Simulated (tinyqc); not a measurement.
G0W0 on RHF in the sto-6g basis, for H2, spin multiplicity 1, step by step. One step of it, computed by the program tinyqc.

Question. G0W0 on Hartree-Fock: HOMO. W(p,q,m) = sqrt2 sum_ia (pq|ia) (X+Y)_ia,m; Sigma_c(x) = sum_(i,m) W^2/(x - e_i + w_m) + sum_(a,m) W^2/(x - e_a - w_m); solve x = e_p + Sigma_c(x) by Newton steps; Z = 1/(1 - dSigma/dx); 1 hartree = 27.211386 eV.

orbital energies (hartree): MO1 -0.570622, MO2 0.637694

Two-electron integrals over orbitals (pq|rs), unique and non-zero (hartree):
```
(11|11) 0.668967   (21|21) 0.183196   (22|11) 0.659185   (22|22) 0.693613
```

excitation energies w (hartree): 1.531490

X + Y:
```
            1
1>2  0.888246
```

Give: The 12 largest terms at x = e_p; Newton steps; quasiparticle energy of the HOMO; Hartree-Fock value.

Answer.

The 12 largest terms at x = e_p (hartree; W for the signs of X + Y given):

| q | m | W | term |
|---|---|---|---|
| 2 | 1 | 0.2301 | -0.0193 |

Newton steps (hartree):

| step | x | Sigma_c(x) | Z |
|---|---|---|---|
| 0 | -0.5706 | -0.0193 | 0.9930 |
| 1 | -0.5898 | -0.0192 | 0.9931 |
| 2 | -0.5898 | -0.0192 | 0.9931 |

quasiparticle energy of the HOMO = -16.0497 eV

Hartree-Fock value = -15.5274 eV
